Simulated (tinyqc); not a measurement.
Temperature and isotope dependence of a band gap in oscillator models, step by step. Values are carried at full precision from step to step, so a last printed digit may differ when a step is redone from the rounded ones.

E(T) = E0 - sum_i sl_i th_i n_i(T), n = 1/(exp(th/T) - 1). The same coupling lowers the gap at 0 K by the zero-point term ZP = sum_i sl_i th_i/2, so the gap of the static lattice is E0 + ZP. Thermal expansion is taken as part of the slopes.

Values chosen for the exercise (near those of GaAs; shifted at random, so the results belong to these values and not to a real crystal):

| symbol | value | unit | meaning |
|---|---|---|---|
| E0 | 1.531 | eV | gap at 0 K |
| th | (101, 337) | K | temperatures of two oscillators |
| sl | (0.0782, 0.3818) | meV/K | their high-temperature slopes |
| T | 150 | K | temperature |
| M | 72.17 | u | mean atomic mass |
| dM | 1.88 | u | change of the mean mass (not bounded by the natural isotopes) |
| T12 | (160, 300) | K | temperatures of the fits |

## The gap at T

Give the occupations, the two terms, the gap, ZP and the static gap.

n_i: 1.04084  0.11826

terms (meV): 8.221  15.216

E(T) = 1.5076 eV
ZP = 68.28 meV
static gap = 1.5993 eV

The thermal fall, 23.4 meV, is smaller than the zero-point term, 68.3 meV; the soft oscillator supplies 35 % of the fall but 6 % of ZP. A calculation with clamped ions should be compared with the static gap.

## Slope and asymptote

dE/dT = -sum sl_i (th_i/T)^2 n_i (1 + n_i). At high T, n -> T/th - 1/2, so E -> E0 + ZP - (sum sl_i) T. Give the slope, its ratio to the limit, and the value at 0 K of the tangent drawn at T.

dE/dT = -0.3302 meV/K
ratio to the limiting slope = 0.7177
intercept of the tangent = 1.5571 eV
intercept - E0 = 26.09 meV

The tangent recovers 38 % of ZP: the extrapolation works only from T well above the higher oscillator (337 K).

## Isotope effect

With M -> M + dM the oscillator temperatures scale as M^(-1/2) and the slopes stay. Give th, ZP, E0 (static gap fixed) and E(T) for the new mass, and the linear rule dE0 = ZP dM/(2 M).

th (K): 99.71  332.69

ZP = 67.410 meV
shift of E0 = 0.872 meV
linear rule = 0.889 meV
shift of E(T) = 0.537 meV

The heavier crystal has the wider gap. At 150 K 62 % of the shift at 0 K is left; it fades at high T, where the motion is classical and the mean-square amplitude no longer depends on mass.

## Two common fits

Two-parameter forms are made to pass through the falls at the two temperatures T12: Varshni aV T^2/(T + bV), from the line T^2/fall = (T + bV)/aV; one oscillator s1 t1/(exp(t1/T) - 1), with t1 from the ratio of the falls.

Give the falls and the parameters.

falls (meV): 26.8030  81.7375

aV = 0.9591 meV/K
bV = 756 K
t1 = 275.0 K
s1 = 0.4461 meV/K
ZP of the one-oscillator fit = 61.3 meV

The limiting slope of the model is 0.4600 meV/K; Varshni puts it +109 % off and one oscillator -3 %. The ZP of the fit differs from the true one by -7.0 meV.

## Checks

- Slope by finite differences against the formula (meV/K): both 0.33016.
- Fall at 20 times the higher oscillator temperature against the asymptote (meV): 3032.7 against 3032.1.

tinyqc: `OMP_NUM_THREADS=1 python tinyqc.py 1851220 1851221 out.jsonl`; about 0.01 s, one thread, shared Intel(R) Xeon(R) Processor @ 2.30GHz.
